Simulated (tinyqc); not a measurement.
# Inputs raised by 5 %, one at a time

Model: two-valley model of the transferred-electron effect. Computed by tinyqc, a small Python program. Command: `OMP_NUM_THREADS=1 python tinyqc.py 3005425 3005426 out.jsonl gunn sens`. One thread of a shared host (Intel(R) Xeon(R) Processor @ 2.30GHz), about 0.02 s of CPU time with the checks.

Both kinds of valley share one electron temperature T_e, and each has a constant mobility.

Inputs (values chosen for the exercise, modelled on GaAs):
```
quantity,value,unit
central-valley mass m1,0.066,m_0
satellite-valley mass m2,0.22,m_0
satellite valleys Z,4,-
valley separation dE,0.32,eV
central-valley mobility mu1,8400,cm^2/(V s)
satellite-valley mobility mu2,170,cm^2/(V s)
energy relaxation time tau_E,1,ps
lattice temperature T,150,K
electric field F,5.3,kV/cm
iteration cap,600,-
```

Solver: bisection.

Constants: k_B = 8.617333262e-05 eV/K.

Method:
- Density-of-states ratio R = Z (m2/m1)^(3/2); n2/n1 = R exp(-dE/(k_B T_e)); mean mobility mu = (mu1 + mu2 n2/n1)/(1 + n2/n1); energy balance e mu F^2 = (3/2) k_B (T_e - T)/tau_E; v = mu F.
- Bisection on h(T_e) = T_out(T_e) - T_e between T and T_out(T), with T_out = T + (2/3) e mu(T_e) F^2 tau_E/k_B; stop when the bracket is below 1e-6 K.
- Using T_e as the parameter, F(T_e) = sqrt(3 k_B (T_e - T)/(2 e mu tau_E)) and v = mu F; find the first maximum and the next minimum of v, and the most negative dv/dF between them.

Runs:
```
input moved,from,to,threshold field (kV/cm),peak-to-valley ratio,drift velocity (1e7 cm/s),electron temperature T_e (K)
base run,-,-,4.132,1.164,2.383,1127
central-valley mass m1 (m_0),0.066,0.0693,4.218,1.145,2.418,1141
satellite-valley mass m2 (m_0),0.22,0.231,4.052,1.184,2.349,1113
valley separation dE (eV),0.32,0.336,4.230,1.168,2.460,1159
central-valley mobility mu1 (cm^2/(V s)),8400,8820,4.030,1.167,2.433,1147
satellite-valley mobility mu2 (cm^2/(V s)),170,178.5,4.135,1.161,2.384,1127
energy relaxation time tau_E (ps),1,1.05,4.033,1.164,2.318,1148
electric field F (kV/cm),5.3,5.565,4.132,1.164,2.367,1169
```

Exponents ln(y'/y) / ln(x'/x):
```
input,threshold field,peak-to-valley ratio,drift velocity,electron temperature T_e
central-valley mass m1,0.420,-0.335,0.297,0.258
satellite-valley mass m2,-0.400,0.341,-0.297,-0.257
valley separation dE,0.479,0.065,0.650,0.565
central-valley mobility mu1,-0.513,0.048,0.424,0.368
satellite-valley mobility mu2,0.014,-0.050,0.008,0.007
energy relaxation time tau_E,-0.500,0.000,-0.568,0.375
electric field F,0.000,0.000,-0.139,0.749
```

Which inputs matter most for each result?

Among the inputs moved here: threshold field answers most in size to central-valley mobility mu1 (exponent -0.513), next to energy relaxation time tau_E (-0.500); its exponent is below 0.0005 for electric field F. Its exponent -0.513 in central-valley mobility mu1: heating depends on mu1 F^2. Its exponent -0.500 in energy relaxation time tau_E: heating depends on F^2 tau_E. peak-to-valley ratio answers most in size to satellite-valley mass m2 (exponent +0.341), and about equally to central-valley mass m1 (-0.335); its exponent is below 0.0005 for energy relaxation time tau_E, electric field F. Its exponent 0.000 in energy relaxation time tau_E: tau_E rescales the field and velocity axes by the same factor. Drift velocity answers most in size to valley separation dE (exponent +0.650), next to energy relaxation time tau_E (-0.568). Electron temperature T_e answers most in size to electric field F (exponent +0.749), next to valley separation dE (+0.565).

Extremes, crossings and ranges named in words are read from the listed rows.
